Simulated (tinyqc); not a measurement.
Lattice vibrations of a chain, step by step. One step of it, computed by the program tinyqc.

Question. Dynamical matrix at q = 0.41. q is in units of 2 pi/a. A spring k from atom i to atom j, n cells on, adds k to Phi_ii and Phi_jj, -k exp(2 pi i q n) to Phi_ij and the conjugate to Phi_ji (for one atom a cell: 2k (1 - cos 2 pi q n)); D_ij = Phi_ij / sqrt(m_i m_j).

A chain moving along its axis:
```
atom   mass (u)  spring to the next atom (eV/angstrom^2)
1     89.300000                                28.400000
2     74.600000                                21.200000
```

Give: D(q).

Answer.

D(q) (eV/(angstrom^2 u)):
```
                 1                2
1           0.5554  -0.1286+0.1392i
2  -0.1286-0.1392i           0.6649
```
